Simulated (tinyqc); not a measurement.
Trap density and cross-section from the conductance peak.

Problem. For a continuum of interface traps on an n-type substrate Gp/w peaks at 2 pi f tau = 1.9803 with the height 0.40237 q Dit, and tau = 1/(sn vth Nd exp(psi/Vt)) with psi = ps. Find Dit, tau and sn.

Values chosen for this exercise: temperature T = 300 K; donor density Nd = 1.4e16 cm^-3; band bending psi ps = -0.172 V; thermal velocity vth = 2.4e7 cm/s.

Constants: q = 1.602176634e-19 C, kB = 1.380649e-23 J/K, Vt = kB T/q. Results are converted to the units shown.

peak Gp/w = 199.84702 nF/cm^2
frequency of the peak = 2.5952020e5 Hz

Solution. The height gives Dit, the position tau, and tau with the surface density gives sn.

Dit = 3.100e12 cm^-2 eV^-1
tau = 1.214e-6 s
sn = 1.900e-15 cm^2

tinyqc, about 0.01 s, one thread, Intel Xeon 2.30GHz (shared host): `OMP_NUM_THREADS=1 python tinyqc.py 2030040 2030041 out.jsonl`
